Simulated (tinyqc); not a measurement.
Six-transistor SRAM cell, nodal equations and margins: two steps of the calculation.

Two cross-coupled inverters (pull-down bn, pull-up bp) hold the nodes Q and QB; access transistors (ba, threshold VTn, gate on the word line at Vdd when selected) join them to the bit lines. Transistor (EKV form, voltages against the body): I = 2 n b Vt^2 [F(vp - Vs) - F(vp - Vd)] from drain to source, F(v) = ln^2(1 + exp(v/(2 Vt))), vp = (Vg - VT + sg |Vd - Vs|)/n. n-channel bodies are at 0; for the p-channel device all voltages are counted down from Vdd. b in uA/V^2 gives I in uA. For an access transistor the bit line is the drain and the node the source. In a read both bit lines are at Vdd. The cell is symmetric (no mismatch).

Values chosen for this exercise:
- T = 273 K (temperature)
- Vdd = 0.8 V (supply voltage)
- n = 1.38 (slope factor)
- sg = 0.097 (drain-induced barrier lowering)
- VTn = 0.27 V (n-channel threshold)
- VTp = 0.32 V (p-channel threshold (magnitude))
- bn = 520 uA/V^2 (gain factor of the pull-down transistor)
- ba = 520 uA/V^2 (gain factor of the access transistor)
- bp = 190 uA/V^2 (gain factor of the pull-up transistor)

Constants: q = 1.602176634e-19 C, kB = 1.380649e-23 J/K, Vt = kB T/q. Results are converted to the units shown.

Question 1. Node voltages in a read by Newton steps. F1 = In(gate QB, drain Q) - Ip(gate QB, drain Q) - Ia(bit line, Q), F2 the same with Q and QB exchanged; J by central differences with +/- 1e-6 V; solve J d = -F, limit each component to +/- 0.15 V and add.

(Q, QB) after iteration 1 (V): Q 0.11334619, QB 0.79990264

Find: F1, F2; J; (Q, QB) after iteration 2.

Answer 1.

F1, F2 (uA): -9.270  0.047

J (uS):
```
	Q	QB
F1	450.0	59.2
F2	1.5	69.6
```

(Q, QB) after iteration 2 (V): Q 0.1341, QB 0.7988

Question 2. The largest square in the read butterfly. f(x) is the node voltage of one half-cell in a read for input x (In - Ip - Ia = 0). Static noise margin: side of the largest square between the curve (x, f(x)) and its mirror image (f(y), y); with h(c) the root x of f(x) - x = c, it is the maximum over c > 0 of h(c) - h(-c) + c.

c, point 0 to 6 (V): 0.13  0.21  0.3  0.36  0.42  0.47  0.51

Find: h(c); h(-c); side.

Answer 2.

```
point	h(c) (V)	h(-c) (V)	side (V)
0	0.3287	0.4260	0.0328
1	0.3207	0.4716	0.0590
2	0.3123	0.5257	0.0866
3	0.3051	0.5639	0.1013
4	0.2929	0.6048	0.1081
5	0.2757	0.6414	0.1043
6	0.2562	0.6721	0.0941
```

The maximum over c is 108.1 mV, the read margin; with the word line off (no Ia) the same construction gives 277.8 mV.

Computed by the program tinyqc: `OMP_NUM_THREADS=1 python tinyqc.py 2340135 2340136 out.jsonl`, one thread of a shared Intel Xeon 2.30GHz, about 0.2 s for the whole run.
